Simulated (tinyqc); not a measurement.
Size effects in the resistivity of thin metal films and interconnect lines: one step, computed by the program tinyqc. Command: `OMP_NUM_THREADS=1 python tinyqc.py 3028195 3028196 out.jsonl size walk`. One thread of a shared host (Intel(R) Xeon(R) Processor @ 2.30GHz), about 0.01 s of CPU time with the checks.

Electrons lose their drift at surfaces (a share 1 - p of the hits) and at grain boundaries (reflection R), besides bulk scattering. The line sits in a trench with a non-conducting liner on both walls and the bottom; the spacing equals the drawn width.

Problem. Resistance and delay. Total: rho = rho_b [1 + surface excess + grain excess]; resistance per length rho/(w_m h_m); capacitance per length C = 2 k eps_0 (aspect ratio + 1/2), a parallel-plate estimate for two neighbours plus a fixed term for the planes above and below; delay 0.38 R C L^2; effective resistivity per drawn area.

Inputs (values chosen for the exercise, modelled on aluminium):
```
quantity                          value         unit
bulk resistivity rho_b             2.74  microohm cm
aspect ratio (height over width)    1.5            -
line length                         170   micrometre
permittivity of the dielectric k    2.6            -
```

Geometry: line.

rho/rho_b from surfaces = 1.628344

rho/rho_b from grains = 1.421271

metal width w_m = 23.4 nm

metal height h_m = 37.7 nm

share of the trench filled by metal = 87 %

Constants: eps_0 = 8.8541878128e-12 F/m.

Give: resistivity rho; resistance per length; capacitance per length; RC delay; effective resistivity per drawn area.

Solution.

resistivity rho = 5.6159 microohm cm

resistance per length = 63.660 ohm/micrometre

capacitance per length = 0.092084 fF/micrometre

RC delay = 64.377 ps

effective resistivity per drawn area = 6.4551 microohm cm

Of the factor 2.36 over bulk, scattering gives 2.05 and the liner 1.15; within scattering, surfaces outweigh grain boundaries (0.42 against 0.63, grains first).
